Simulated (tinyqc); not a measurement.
All hoppings scaled: three-band tight binding of a dichalcogenide monolayer.

Values chosen for the exercise (near a published set for monolayer MoTe2; the results hold for these values, not for the real material): e1 = 0.603 eV (level of dz2); e2 = 1.961 eV (level of dxy and dx2-y2); t0 = -0.169 eV (hopping); t1 = 0.227 eV (hopping); t2 = 0.394 eV (hopping); t11 = 0.204 eV (hopping); t12 = 0.242 eV (hopping); t22 = 0.248 eV (hopping); lam = 0.105 eV (spin-orbit constant).

The six hoppings are multiplied by f; e1, e2 and lam stay (real strain also moves e1 and e2, so this is no model of it). Closed forms: Ev(K) = e2 - (3/2)(t11 + t22) - 3 sqrt3 t12 + lam, Ec(K) = e1 - 3 t0, Ev(Gamma) = e1 + 6 t0.

Gaps (eV):

| f | direct gap at K | Ev(K) - Ev(Gamma) | Ec(K) - top of valence band |
|---|---|---|---|
| 0.85 | 0.6131 | 0.6798 | 0.6131 |
| 0.90 | 0.7352 | 0.6337 | 0.7352 |
| 0.97 | 0.9062 | 0.5692 | 0.9062 |
| 1.00 | 0.9795 | 0.5415 | 0.9795 |
| 1.03 | 1.0527 | 0.5139 | 1.0527 |
| 1.06 | 1.1260 | 0.4862 | 1.1260 |
| 1.10 | 1.2237 | 0.4494 | 1.2237 |

Give the missing row, f = 0.94.

Computed row:
```
f     direct gap at K  Ev(K) - Ev(Gamma)  Ec(K) - top of valence band
0.94           0.8329             0.5968                       0.8329
```

The direct gap changes by +24.4 meV for each per cent of f. The top of the valence band stays at K over the range.

(tinyqc, `OMP_NUM_THREADS=1 python tinyqc.py 1451371 1451372 out.jsonl`, Intel(R) Xeon(R) Processor @ 2.30GHz, 1 thread, shared host, about 0.02 s.)
